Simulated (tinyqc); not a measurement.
Small-signal admittance of a forward-biased p+-n diode: one step of the calculation.

Holes injected into a neutral base of width wb with an ohmic contact at its end; low injection, p0 far above the equilibrium density. A small voltage v exp(i w t), w = 2 pi f, modulates the edge density by p0 v/Vt, and the small-signal density obeys Dp d2p/dx2 = (1/tau + i w) p.

Problem. Closed-form admittance. L = sqrt(Dp tau); direct current J = (q Dp p0/L) coth(wb/L); k = sqrt(1 + i w tau)/L; diffusion admittance Y = (q Dp p0/Vt) k coth(k wb) = G + i w C_diff; junction capacitance C_j = sqrt(q eps0 eps_r Nd/(2 Vr)) in the depletion approximation, with the remaining barrier Vr = Vt ln(Na/p0), a rough value under forward bias; base-width modulation is left out.

Values chosen for this exercise; permittivity close to that of gallium arsenide: temperature T = 300 K; relative permittivity eps_r = 12.9; donor density of the base Nd = 1.3e16 cm^-3; hole diffusion coefficient Dp = 9.3 cm^2/s; hole lifetime tau = 4e-7 s; width of the neutral base wb = 50 um; excess hole density at the junction edge p0 = 1.6e12 cm^-3; acceptor density of the p+ side Na = 2e18 cm^-3; signal frequency f = 8.8e5 Hz.

Constants: q = 1.602176634e-19 C, kB = 1.380649e-23 J/K, Vt = kB T/q, eps0 = 8.8541878128e-14 F/cm where lengths are in cm. Results are converted to the units shown.

Find: L; J; k wb; Y; C_diff; C_j.

Solution.

L = 19.287 um
J = 0.0012500 A/cm^2
k wb = 3.3936+2.1899i
Y = 0.062458+0.040494i S/cm^2
C_diff = 0.0073237 uF/cm^2
C_j = 0.057249 uF/cm^2

G is 1.29 times its low-frequency value J/Vt, and C_diff is 0.128 times C_j.

tinyqc, about 0.01 s, one thread, Intel Xeon 2.30GHz (shared host): `OMP_NUM_THREADS=1 python tinyqc.py 2890175 2890176 out.jsonl`
